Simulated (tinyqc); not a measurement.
Boltzmann transport in a parabolic band with a power-law relaxation time: sweeps and comparisons. A value that a table varies takes the place of the one given here.

F_j(eta) = (1/Gamma(j + 1)) integral_0^infinity x^j dx/(1 + exp(x - eta)), which tends to exp(eta) for eta << 0.

n = N F_1/2(eta) with N = 2 (m kB T/(4 pi c))^(3/2) with c = hbar^2/2m0, in 1/angstrom^3; times 1e24 for 1/cm^3, m = md.

tau = tau0 x^r with x = E/kT. With K_j = Gamma(j + 1) F_j(eta): <tau> = tau0 (r + 3/2) K_(r+1/2)/((3/2) K_(1/2)); mu = <tau>/(mc m0/e), m0/e = 5.685630e-12 kg/C; Hall factor rH = (3/2) K_(1/2) (2r + 3/2) K_(2r+1/2)/((r + 3/2) K_(r+1/2))^2; Seebeck S = -(kB/e) [(r + 5/2) K_(r+3/2)/((r + 3/2) K_(r+1/2)) - eta]; Lorenz number L = (kB/e)^2 [(r + 7/2) K_(r+5/2)/((r + 3/2) K_(r+1/2)) - ((r + 5/2) K_(r+3/2)/((r + 3/2) K_(r+1/2)))^2]; kB/e in V/K. Valley anisotropy is left out of rH.

Constants: hbar^2/2m0 = 3.80998211 eV angstrom^2; kB = 8.617333262e-05 eV/K.

Values chosen for the exercise (masses near those of Ge; tau0 is set for a mobility of the usual size at this n, kL is a free input; freeze-out and phonon drag, which matter near 77 K, are left out; the results hold for these values, not for the real material): md = 0.561 m0 (density-of-states mass); mc = 0.123 m0 (conductivity mass); tau0 = 640 fs (tau at E = kT); r = -0.5 (exponent of tau); T = 77 K; kL = 79 W/(m K) (lattice thermal conductivity); ta = 180 fs (acoustic tau at E = kT and 300 K); ti = 140 fs (impurity tau at E = kT and 300 K); n = 4.1e+16 1/cm^3 (electron density).

## Doping: the thermoelectric optimum

tau0 is held fixed. sigma = e n mu with e = 1.602176634e-19 C; ZT = S^2 sigma T/(kL + L sigma T).

Results:

| n (1/cm^3) | eta | mu (cm^2/(V s)) | sigma (S/cm) | rH | S (microvolt/K) | L (1e-8) | S^2 sigma (mW/(m K^2)) | ZT |
|---|---|---|---|---|---|---|---|---|
| 1.0e+16 | -4.92 | 6.88e+03 | 11.0 | 1.178 | -596 | 1.487 | 0.392 | 0.00038 |
| 4.0e+16 | -3.52 | 6.86e+03 | 43.9 | 1.176 | -477 | 1.491 | 1.00 | 0.00098 |
| 1.0e+17 | -2.59 | 6.81e+03 | 109 | 1.173 | -399 | 1.499 | 1.74 | 0.0017 |
| 4.0e+17 | -1.13 | 6.61e+03 | 424 | 1.159 | -282 | 1.537 | 3.37 | 0.0033 |
| 8.0e+17 | -0.33 | 6.37e+03 | 817 | 1.143 | -226 | 1.585 | 4.16 | 0.0041 |
| 2.0e+18 | 0.88 | 5.80e+03 | 1.86e+03 | 1.109 | -156 | 1.709 | 4.54 | 0.0044 |
| 3.0e+18 | 1.53 | 5.44e+03 | 2.62e+03 | 1.090 | -129 | 1.793 | 4.32 | 0.0042 |
| 7.0e+18 | 3.32 | 4.53e+03 | 5.08e+03 | 1.049 | -80 | 2.023 | 3.21 | 0.0031 |
| 1.0e+19 | 4.35 | 4.12e+03 | 6.60e+03 | 1.034 | -63 | 2.127 | 2.65 | 0.0025 |
| 3.0e+19 | 9.37 | 2.95e+03 | 1.42e+04 | 1.009 | -30 | 2.352 | 1.30 | 0.0012 |

|S| falls by 198 microvolt/K from the first to the third row (198 a decade in the non-degenerate range; holes, which count near the intrinsic density, and non-parabolicity are left out). The power factor peaks at 2e+18 1/cm^3 of those listed (eta = 0.88, S = -156); ZT is largest at 2e+18 1/cm^3 (eta = 0.88). mu changes by a factor 0.43 over the table and rH goes from 1.178 to 1.009. A real tau0 would fall with doping.

## The scattering mechanism

eta = -3.49923

Same eta for each exponent.

Results:

| r | mechanism | <tau>/tau0 | rH | S (microvolt/K) | L (1e-8 W ohm/K^2) |
|---|---|---|---|---|---|
| -0.5 | acoustic phonons | 0.749 | 1.176 | -475.2 | 1.491 |
| 0.0 | a constant relaxation time | 1.000 | 1.000 | -518.1 | 1.859 |
| 0.5 | polar optical or piezoelectric scattering | 1.509 | 1.103 | -561.0 | 2.228 |
| 1.5 | ionised impurities | 4.544 | 1.924 | -646.9 | 2.968 |

From r = -1/2 to 3/2 |S| grows by 171.7 microvolt/K, against 2 kB/e = 172.3 in the non-degenerate limit: scattering that favours fast electrons raises the mean energy carried. rH is 1 only for constant tau and reaches 1.924 for r = 3/2; L spans 1.491 to 2.968 against the metallic 2.443.

## Mobility against temperature (two scattering mechanisms together, and the Matthiessen rule)

Non-degenerate electrons. 1/tau(x) = x^(1/2)/tA + 1/(tI x^(3/2)), x = E/kT, with tA = ta (T/300)^(-3/2) and tI = ti (T/300)^(3/2) (the screening logarithm is held fixed). <tau> = integral x^(3/2) tau exp(-x) dx/Gamma(5/2); mu = <tau>/(mc m0/e), m0/e = 5.685630e-12 kg/C. Matthiessen: 1/mu = 1/muA + 1/muI with <tau>A = tA Gamma(2)/Gamma(5/2), <tau>I = tI Gamma(4)/Gamma(5/2).

rH = <tau^2>/<tau>^2. ta and ti are inputs of their own, not tied to tau0.

Mobilities (cm^2/(V s)):

| T (K) | acoustic | impurity | Matthiessen | exact | rH | Matthiessen/exact |
|---|---|---|---|---|---|---|
| 40 | 3.98e+04 | 440 | 435 | 425 | 1.839 | 1.024 |
| 60 | 2.16e+04 | 808 | 779 | 726 | 1.695 | 1.072 |
| 80 | 1.41e+04 | 1.24e+03 | 1.14e+03 | 1.00e+03 | 1.541 | 1.143 |
| 120 | 7.65e+03 | 2.29e+03 | 1.76e+03 | 1.36e+03 | 1.308 | 1.299 |
| 160 | 4.97e+03 | 3.52e+03 | 2.06e+03 | 1.47e+03 | 1.176 | 1.399 |
| 220 | 3.08e+03 | 5.67e+03 | 2.00e+03 | 1.41e+03 | 1.081 | 1.416 |
| 300 | 1.94e+03 | 9.04e+03 | 1.59e+03 | 1.19e+03 | 1.037 | 1.335 |
| 400 | 1.26e+03 | 1.39e+04 | 1.15e+03 | 935 | 1.030 | 1.233 |
| 550 | 780 | 2.24e+04 | 754 | 662 | 1.045 | 1.139 |

The exact mobility peaks at 160 K of those listed. The two mechanisms are equal between 160 and 220 K. The rule overestimates everywhere, most at 220 K (by 42 %), since impurities stop the slow electrons and phonons the fast ones. rH runs between 1.030 and 1.839; the pure limits are 1.178 and 1.933, and the mixture dips below both, since the opposite energy slopes of the two rates leave tau nearly constant. Optical and intervalley phonons, left out, lower real mobilities above about 150 K.

## What moves the coefficients

sigma = e n mu with e = 1.602176634e-19 C; ZT = S^2 sigma T/(kL + L sigma T). Each row changes one parameter from the base and keeps the others.

Results:

| case | mu (cm^2/(V s)) | sigma (S/cm) | S (microvolt/K) | ZT |
|---|---|---|---|---|
| base | 6854 | 45.03 | -475.2 | 0.000991 |
| md = 0.729 m0 | 6864 | 45.09 | -508.9 | 0.00114 |
| mc = 0.1599 m0 | 5273 | 34.64 | -475.2 | 0.000762 |
| n = 8.2e+16 1/cm^3 | 6825 | 89.66 | -415.8 | 0.00151 |
| tau0 = 960 fs | 1.028e+04 | 67.54 | -475.2 | 0.00149 |
| kL = 39.5 W/(m K) | 6854 | 45.03 | -475.2 | 0.00198 |
| T = 127 K | 6870 | 45.13 | -539.7 | 0.00211 |

The largest shifts from the base row, up to three for each result and ties (the steps differ in size, so this ranks the rows, not the parameters). mu (cm^2/(V s)): tau0 +3.43e+03, mc -1.58e+03, n -29.5; unchanged at the printed digits by kL. sigma (S/cm): n +44.6, tau0 +22.5, mc -10.4; unchanged at the printed digits by kL. S (microvolt/K): T -64.5, n +59.4, md -33.7; unchanged at the printed digits by mc, tau0 and kL. ZT: T +0.00112, kL +0.000991, n +0.000520. The row for T keeps tau0 fixed; for phonon scattering tau0 itself falls as T rises.

Run: tinyqc, `OMP_NUM_THREADS=1 python tinyqc.py 1651070 1651071 out.jsonl`; Intel(R) Xeon(R) Processor @ 2.30GHz, one thread, shared host; about 0.01 s of CPU time with all checks.
